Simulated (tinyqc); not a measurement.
Resistance of a source-drain extension with a graded tip: effect of the depth of the extension.

y runs along the channel, the gate covers y > 0. The doping is N0 for y < y0 and N0 10^(-(y - y0)/la) beyond, uniform over the depth xj. Sheet conductance s(y) = q mu(N) max(N - Nch, 0) xj + (for y > 0) ma Cox Vo, with mu(N) = u0 + (u1 - u0)/(1 + (N/Nr)^au) and Cox = eps0 eox/tox. Current is taken as one-dimensional; depletion of the tip, spreading and the contact are left out. The metallurgical junction lies at yj, where N = Nch.

R_spacer = integral of dy/s from -Ls to 0, R_ov from 0 to yj, R_channel = (Lg - 2 yj)/(ma Cox Vo), R_total = 2 R_spacer + 2 R_ov + R_channel. Electrical length L_eff = ma Cox dR_total/d(1/Vo); R_series = R_total - L_eff/(ma Cox Vo).

Values chosen for this exercise; mobility law close to that of electrons in silicon: relative permittivity of the gate insulator (close to aluminium oxide) eox = 9.23; insulator thickness tox = 4.3 nm; active doping of the extension far from the gate N0 = 9.4e19 cm^-3; lateral abruptness la = 2.8 nm/decade; position under the gate where the fall begins (gate edge at 0) y0 = 2.2 nm; channel doping Nch = 1.6e18 cm^-3; spacer length Ls = 20 nm; gate overdrive Vo = 0.73 V; mobility of the gate-induced layer ma = 100 cm^2/(V s); mobility at low doping u1 = 1414 cm^2/(V s); mobility at high doping u0 = 68.5 cm^2/(V s); reference doping Nr = 9.2e16 cm^-3; exponent au = 0.711; gate length Lg = 45 nm.

Constants: q = 1.602176634e-19 C, eps0 = 8.8541878128e-14 F/cm where lengths are in cm. Results are converted to the units shown.

The same in every row: yj (nm) = 7.153; R_channel (ohm um) = 221.2.

Effect of the depth of the extension:
```
xj (nm)  R_spacer (ohm um)  R_ov (ohm um)  R_total (ohm um)  L_eff (nm)  R_series (ohm um)
4                    43.20          26.28             360.2       35.42              104.9
5.6                  30.86          23.22             329.4       34.66              79.54
7.7                  22.44          20.45             307.0       34.02              61.83
11                   15.71          17.53             287.7       33.38              47.15
15                   11.52          15.18             274.6       32.89              37.58
21                   8.228          12.85             263.4       32.44              29.60
29                   5.958          10.84             254.8       32.07              23.68
40                   4.320          9.063             248.0       31.77              19.02
```

As xj goes from 4 to 40, R_total falls from 360 to 248 ohm um, L_eff falls from 35.4 to 31.8 nm and R_series falls from 105 to 19.0 ohm um.

Program tinyqc, `OMP_NUM_THREADS=1 python tinyqc.py 2282039 2282040 out.jsonl`; Intel Xeon 2.30GHz, shared host, one thread, about 0.06 s.
